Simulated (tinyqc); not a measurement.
# Switching kinetics of a ferroelectric film and the memory window of a ferroelectric gate stack, step by step

A worked calculation. Computed by tinyqc, a small Python program that keeps every step. Command: `OMP_NUM_THREADS=1 python tinyqc.py 3028763 3028764 out.jsonl feswitch walk`. One thread of a shared host (Intel(R) Xeon(R) Processor @ 2.30GHz), about 0.02 s of CPU time with the checks. Intermediate numbers are printed to about 6 digits and carried at full precision; extremes and crossings named in words are read from the listed rows.

Fields in MV/cm; 1 microcoulomb/cm^2 over eps_0 is 11.29409 MV/cm. In the stack (metal, ferroelectric, interlayer, channel) the channel is taken as a conductor.

Inputs (values chosen for the exercise, for a model film):

| quantity | value | unit |
|---|---|---|
| saturation polarisation P_s | 35 | microcoulomb/cm^2 |
| ratio P_r/P_s | 0.79 | - |
| coercive field E_c | 0.77 | MV/cm |
| permittivity of the ferroelectric eps_F | 38 | - |
| thickness t_F | 13 | nm |
| permittivity of the interlayer eps_I | 5.5 | - |
| interlayer thickness t_I | 0.6 | nm |
| share s of P screened by trapped charge | 0.77 | - |
| pulse height V | 6.3 | V |
| time constant t_inf | 8.6e-11 | s |
| activation field E_a | 4.3 | MV/cm |
| Merz exponent alpha | 1 | - |
| dimension n | 3 | - |
| half width w of log10 t | 0.27 | - |
| pulse length t_p | 1.4e-08 | s |
| breakdown field of the interlayer | 12 | MV/cm |

Kinetics: nucleation-limited (NLS).

## The hysteresis loop

Saturated branches: P(E) = P_s tanh[(E -/+ E_c)/(2 delta)], delta = E_c/ln[(1 + P_r/P_s)/(1 - P_r/P_s)]; D = P + eps_0 eps_F E.

delta = 0.359332 MV/cm

P on both branches (microcoulomb/cm^2) at E/E_c = -3, -2, -1, -0.5, 0, 0.5, 1, 1.5, 2, 3:

| E (MV/cm) | rising branch | falling branch |
|---|---|---|
| -2.310 | -34.9867 | -34.0496 |
| -1.540 | -34.8872 | -27.6500 |
| -0.770 | -34.0496 | 0.0000 |
| -0.385 | -32.2958 | 17.1408 |
| 0.000 | -27.6500 | 27.6500 |
| 0.385 | -17.1408 | 32.2958 |
| 0.770 | 0.0000 | 34.0496 |
| 1.155 | 17.1408 | 34.6715 |
| 1.540 | 27.6500 | 34.8872 |
| 2.310 | 34.0496 | 34.9867 |

peak differential permittivity eps_F + P_s/(2 delta eps_0) = 588.038

## Memory window

At threshold the channel charge is negligible, so D = 0 on each branch: (1 - s) P(E) + eps_0 eps_F E = 0, with the screened share s. The rising branch has the root E0 between 0 and E_c; window = 2 E0 t_F; its upper bound is 2 E_c t_F.

field E0 = 0.589280 MV/cm

memory window = 1.53213 V

bound 2 E_c t_F = 2.002 V

fixed-charge estimate 2 (1 - s) P_r t_F/(eps_0 eps_F) = 4.91433 V

Charge and coercive field both limit the window.

## Fields in the stack

Series stack: V = E_F t_F + E_I t_I and eps_I E_I = eps_F E_F + (1 - s) P/eps_0. Before switching P = -P_r, after it P = +P_s; in retention V = 0 and P = +P_r.

E_F before switching = 4.13144 MV/cm

E_F after switching = 3.09597 MV/cm

E_I after switching = 37.9207 MV/cm

depolarising field in retention = 0.456997 MV/cm

depolarising field over E_c = 0.593503

The interlayer field exceeds its breakdown field. Caution: the interlayer field exceeds its breakdown field, so charge injection would change the fields.

## Switched share after the pulse

Merz's law: t1 = t_inf exp[(E_a/E)^alpha] at the mean of the fields before and after switching. NLS: switched share = integral of [1 - exp(-(t/tau)^n)] F(z) dz over z = log10 tau, with the Lorentzian F = (1/pi) w/[(z - log10 t1)^2 + w^2].

mean field = 3.61370 MV/cm

switching time t1 = 2.82665e-10 s

switched share = 0.951574

t_p is 50 t1. A field higher by 10 % would shorten t1 by a factor 1.1. The step approximation 1/2 + arctan[log10(t_p/t1)/w]/pi gives 0.950.

## KAI against NLS in time

KAI: 1 - exp[-(t/t1)^n]. NLS: the same kernel averaged over the Lorentzian F = (1/pi) w/[(z - log10 t1)^2 + w^2] in z = log10 tau.

Switched share:

| log10(t/t1) | KAI | NLS |
|---|---|---|
| -3.0 | 0.00000 | 0.029514 |
| -2.0 | 0.00000 | 0.045032 |
| -1.0 | 0.00100 | 0.096175 |
| -0.5 | 0.03113 | 0.206655 |
| -0.2 | 0.22212 | 0.388039 |
| 0.0 | 0.63212 | 0.567654 |
| 0.2 | 0.98133 | 0.728555 |
| 0.5 | 1.00000 | 0.852869 |
| 1.0 | 1.00000 | 0.920384 |
| 2.0 | 1.00000 | 0.958685 |
| 3.0 | 1.00000 | 0.972105 |

KAI goes from 10 to 90 % within 0.45 decades of time; a Lorentzian of this width needs about 2 w tan(0.4 pi) = 1.7 decades. Three decades after t1, 2.8 % of the NLS film has not switched, and three decades before it 3.0 % already has: the tails set write margins and disturb errors.

## Interlayer thickness

Series stack: V = E_F t_F + E_I t_I and eps_I E_I = eps_F E_F + (1 - s) P/eps_0. E_I is for P = +P_s at the pulse height, the depolarising field for P = +P_r at V = 0; V needed puts E_F = 1.5 E_c after switching.

Stack against t_I:

| t_I (nm) | E_F after (MV/cm) | E_I (MV/cm) | depolarising field / E_c | V needed (V) |
|---|---|---|---|---|
| 0.3 | 3.85072 | 43.1354 | 0.33756 | 2.23681 |
| 0.5 | 3.32642 | 39.5130 | 0.51535 | 2.72702 |
| 0.8 | 2.68661 | 35.0925 | 0.73232 | 3.46234 |
| 1.2 | 2.02732 | 30.5374 | 0.95589 | 4.44275 |
| 1.6 | 1.51952 | 27.0289 | 1.12809 | 5.42317 |
| 2.0 | 1.11637 | 24.2436 | 1.26480 | 6.40359 |
| 3.0 | 0.39756 | 19.2772 | 1.50855 | 8.85463 |

Each nanometre of interlayer costs 2.45 V, against 0.12 V for a nanometre of ferroelectric. The depolarising field grows from 0.34 to 1.51 E_c. At E_F = 1.5 E_c the interlayer carries (1.5 eps_F E_c + (1 - s) P_s/eps_0)/eps_I = 24.5 MV/cm whatever its thickness, above its breakdown field of 12 MV/cm, so the voltages in the last column could not be applied without breakdown. Caution: rows with E_I above the breakdown field of the interlayer cannot be reached without charge injection. Caution: where E_F after switching is below E_c the switching stalls before P_s, and where the depolarising field exceeds E_c the state switches back, so those rows describe states that are not held.

Checks made by the program: the remanence (relative difference below 1e-10).
